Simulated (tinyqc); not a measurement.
# Bulk transistor, scale length and short-channel effects: effect of the insulator thickness

A gate, an insulator of thickness ti and a depleted layer of depth ts on a conducting body. Below threshold the potential that source and drain add obeys Laplace's equation and vanishes on the gate and at the bottom of the depleted layer. Its lowest mode decays along the channel as exp(-k y); k is the smallest positive root of the matching condition at the interface, and the scale length is Lambda = pi/k.

k is the smallest positive root of f(k) = eps_r sin(k ti) cos(k ts) + ei cos(k ti) sin(k ts). Along the channel psi(y) = s + a exp(y/l) + b exp(-y/l) with psi(0) = Vbi, psi(L) = Vbi + Vds and l = 1/k = Lambda/pi; with A = Vbi - s, B = A + Vds, x = exp(-L/l): a = (B - A x) x/(1 - x^2), b = (A - B x)/(1 - x^2). The minimum is s + 2 sqrt(a b), at y = (l/2) ln(b/a). The long-channel potential follows the gate as s = sT + (Vg - VTL)/m, and the threshold VT is the gate voltage at which the minimum equals sT. Swing = m Vt ln 10/g at threshold, g = d(minimum)/ds = 1 - (b x + a)/((1 + x) sqrt(a b)). DIBL = [VT(0.05 V) - VT(Vds)]/(Vds - 0.05 V). sT and Vbi are held fixed; m = 1 + eps_r ti/(ei ts) in each row.

Values chosen for this exercise; permittivities: semiconductor made up, insulator close to that of silicon dioxide: temperature T = 250 K; relative permittivity of the semiconductor eps_r = 14.5; relative permittivity of the insulator ei = 3.87; depletion depth ts = 16 nm; channel length L = 37 nm; potential of the source Vbi = 0.92 V; potential of the barrier top at threshold sT = 0.5 V; drain voltage Vds = 0.5 V.

Constants: q = 1.602176634e-19 C, kB = 1.380649e-23 J/K, Vt = kB T/q. Results are converted to the units shown.

Result of one run:
```
Lambda (nm),L/Lambda,VT - VTL at Vds (mV),DIBL (mV/V),swing (mV/decade)
22.21,1.666,-161.6,104.9,88.80
```

Which insulator thickness ti gave this result: 0.77, 1, 1.7, 2.2 or 3.7 nm?

ti = 2.2 nm.

The whole series:
```
ti (nm),Lambda (nm),L/Lambda,VT - VTL at Vds (mV),DIBL (mV/V),swing (mV/decade)
0.77,18.70,1.979,-72.31,46.55,64.69
1,19.39,1.908,-85.47,55.11,68.47
1.3,20.21,1.831,-103.5,66.87,73.48
1.7,21.18,1.747,-128.7,83.34,80.24
2.2,22.21,1.666,-161.6,104.9,88.80
2.8,23.25,1.591,-202.7,131.9,99.21
3.7,24.52,1.509,-266.9,174.2,115.0
```

As ti goes from 0.77 to 3.7 nm, Lambda rises from 18.7 to 24.5 nm, DIBL rises from 46.5 to 174 mV/V and the swing rises from 64.7 to 115 mV a decade. On average Lambda goes as ti^(0.17).

Numbers from tinyqc (`OMP_NUM_THREADS=1 python tinyqc.py 2420080 2420081 out.jsonl`; about 0.01 s on one thread of a shared Intel Xeon 2.30GHz).
